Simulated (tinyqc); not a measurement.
Phonon-assisted absorption at an indirect gap, step by step. Values are carried at full precision from step to step, so a last printed digit may differ when a step is redone from the rounded ones.

alpha(E) = sum_j A_j [N_j (E - Eg + w_j)^2 + (N_j + 1)(E - Eg - w_j)^2], each bracket counted only where its base is positive; N_j = 1/(exp(w_j/kB T) - 1). The first term absorbs a phonon and the second emits one; excitons and direct transitions are left out.

Constants: kB = 8.617333262e-05 eV/K.

Inputs chosen for the exercise (loosely those of GaP at room temperature; Eg is not tied to T; not measured data): Eg = 2.291 eV (indirect gap, held fixed unless listed); w = (46.7, 12.3) meV (two zone-edge phonons); A = (5000, 430) 1/(cm eV^2) (their strengths); T = 300 K; E = 2.783 eV (photon energy); nr = 3.44 (refractive index); d = 240 micrometre (thickness); xj = 0.086 micrometre (dead layer at the surface); W = 15 micrometre (depleted width); L = 2.3 micrometre (minority diffusion length below it).

## The four branches at one energy

Evaluate the occupations and each term.

N_j: 0.1965  1.641

terms with phonon absorption (1/cm): 285.1  179.5

terms with phonon emission (1/cm): 1186  261.4

alpha = 1912 1/cm
wavelength hc/E (hc = 1239.841984 eV nm) = 445.5 nm

Phonon absorption supplies 24.3 % of alpha; the depth 1/alpha is 5.23 micrometre.

## What a slab does with it

Slab of thickness d in air, incoherent passes: R = ((nr - 1)/(nr + 1))^2, x = exp(-alpha d); transmitted Tr = (1 - R)^2 x/(1 - R^2 x^2), reflected Rt = R + (1 - R)^2 R x^2/(1 - R^2 x^2), absorbed Ab = (1 - R)(1 - x)/(1 - R x).

d in cm is 1e-4 times the value in micrometres.

R = 0.3020
x = 0.0000
Tr = 0.0000
Rt = 0.3020
Ab = 0.6980

A single pass would absorb (1 - R)(1 - x) = 0.6980; the back face adds 0.0000.

## Quantum efficiency of a diode

Photodiode (Gaertner form with a dead layer): QE = (1 - R) exp(-alpha xj) [1 - exp(-alpha W)/(1 + alpha L)], R = ((nr - 1)/(nr + 1))^2; responsivity = QE/E in A/W for E in eV.

Evaluate the factors; 1 micrometre = 1e-4 cm.

passes the dead layer = 0.9837
collected share = 0.9606
QE = 0.6595
responsivity = 0.2370 A/W

Without diffusion from below the collected share would be 0.9432.

## Checks

- Tr + Rt + Ab against 1: both 1.000000.

Program tinyqc; command `OMP_NUM_THREADS=1 python tinyqc.py 1681272 1681273 out.jsonl`; about 0.01 s on one thread of a shared Intel(R) Xeon(R) Processor @ 2.30GHz.
